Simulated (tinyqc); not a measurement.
Hubbard chain of 2 sites, step by step. One step of it, computed by the program tinyqc.

Task: The many-body Hamiltonian. Basis: all placements (u, d, 2, 0 on each site), up operators ordered before down ones; hops carry the sign of the same-spin electrons passed.

one-body matrix (hopping and site energies) (eV):
```
           1          2
1   0.000000  -0.970000
2  -0.970000   0.000000
```

U = 8.400000 eV

electrons, up and down: 1  1

Give: H.

Result:

H (eV), lower triangle:
```
         20       ud       du      02
20   8.4000
ud  -0.9700   0.0000
du  -0.9700   0.0000   0.0000
02   0.0000  -0.9700  -0.9700  8.4000
```
